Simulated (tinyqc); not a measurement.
# Changing the points N

Model: equation-of-state fits to an energy-volume table made by a known binding curve. Computed by tinyqc, a small Python program. Command: `OMP_NUM_THREADS=1 python tinyqc.py 3018171 3018172 out.jsonl eosfit sweep`. One thread of a shared host (Intel(R) Xeon(R) Processor @ 2.30GHz), about 0.05 s of CPU time with the checks.

With x = (V/V_0)^(1/3), the energy per atom is E = D [m x^-n - n x^-m]/(n - m), so that B0 = D n m/(9 V_0) and B' = (n + m + 6)/3. B' = dB/dP at P = 0.

Inputs (values chosen for the exercise, for a model crystal):
```
quantity                                  value             unit
cohesive energy D                          3.07          eV/atom
true volume V_0                              18  angstrom^3/atom
repulsive exponent n                          7                -
attractive exponent m                         3                -
half-width of the volume window w          0.16                -
shift of the window centre s             0.0081                -
compression V/V_0 for the pressure test     0.8                -
```

Binding curve: Mie. Noise: none.

Constants: 1 eV/angstrom^3 = 160.2176634 GPa.

Method:
- B0 and B' from the formulas above; P = -dE/dV at V = c V_0 (c the compression chosen), from the curve itself.
- Table: V_j = V_0 [1 + s + w (2 j/(N - 1) - 1)], j = 0..N-1, rounded to 0.001; E_j from the curve, rounded to 1e-7 eV.
- Third-order Birch-Murnaghan is a cubic in u = V^(-2/3): fit it by linear least squares, find the minimum, and take B0 = V E''(V), B' = -1 - V E'''/E'' there.
- Errors are fitted minus exact, relative; the pressure at c V_0 uses P = (3 B0/2) (x^7 - x^5) [1 + (3/4)(B' - 4)(x^2 - 1)], x = (V0/V)^(1/3) with the fitted values.

One run for each value:
```
points N  error of B0 (%)  error of B' (%)  root-mean-square residual (meV)
5                0.079453         0.036320                        0.0049970
6                0.078214         0.048844                        0.0060680
7                0.076786         0.055574                        0.0064419
9                0.074223         0.060044                        0.0065629
11               0.072255         0.060731                        0.0064876
15               0.069779         0.060187                        0.0062214
21               0.067611         0.058686                        0.0059563
```

Over the rows, error of B0 (%) falls from 0.0795 to 0.0676 (exponent d ln y / d ln x -0.086 between the first rows and -0.094 between the last); error of B' (%) goes from 0.0363 through a maximum among these rows, 0.0607 at 11.0, to 0.0587; root-mean-square residual (meV) goes from 0.00500 through a maximum among these rows, 0.00656 at 9.00, to 0.00596. Without noise more points only change the weight given to the ends of the window; the error of the form remains.

Extremes, crossings and ranges named in words are read from the listed rows.
